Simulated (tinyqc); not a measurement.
Silicon n-p-n transistor, Gummel numbers and transit times: one step of the calculation.

One-dimensional n-p-n transistor in the forward active mode at low injection. In the base p(x) = NB exp(-eta x/wb) and ni(x)^2 = ni^2 exp((g0 + g1 x/wb)/Vt); electrons leave the base at vsat; band spikes at the emitter junction and recombination inside the emitter are ignored.

Problem. Base Gummel number and transit time. f(x) = p(x) ni^2/ni(x)^2; I(x) = integral from x to wb of f/Dn, plus f(wb)/vsat; base Gummel number GB = I(0); electron density per unit flux n/(J/q) = I/f; base transit time tauB = integral of I/f over the base. Trapezoid rule on 8 equal steps.

Values chosen for this exercise; band and dielectric values close to those of silicon: temperature T = 300 K; saturation velocity vsat = 1e7 cm/s; neutral base width wb = 200 nm; base doping at the emitter edge NB = 1.1e18 cm^-3; doping falls as exp(-eta x/wb) eta = 2.2; gap reduction at the emitter edge of the base g0 = 0 eV; further gap reduction across the base (linear) g1 = 0 eV; electron diffusion coefficient in the base Dn = 5.2 cm^2/s.

Constants: q = 1.602176634e-19 C, kB = 1.380649e-23 J/K, Vt = kB T/q. Results are converted to the units shown.

Wanted: x; f; I; I/f; GB; tauB.

Solution.

```
point  x (nm)  f (cm^-3)  I (s/cm^4)  I/f (s/cm)
0         0.0   1.100e18    1.733e12    1.575e-6
1        25.0   8.355e17    1.268e12    1.517e-6
2        50.0   6.346e17    9.143e11    1.441e-6
3        75.0   4.821e17    6.458e11    1.340e-6
4       100.0   3.662e17    4.419e11    1.207e-6
5       125.0   2.781e17    2.871e11    1.032e-6
6       150.0   2.113e17    1.694e11    8.019e-7
7       175.0   1.605e17    8.006e10    4.989e-7
8       200.0   1.219e17    1.219e10    1.000e-7
```

GB = 1.733e12 s/cm^4
tauB = 21.69 ps

Range of the model: Heavy doping makes emitter or base degenerate; gE and g0 are to be read as apparent gap changes that include this.

Program tinyqc, `OMP_NUM_THREADS=1 python tinyqc.py 2320133 2320134 out.jsonl`; Intel Xeon 2.30GHz, shared host, one thread, about 0.01 s.
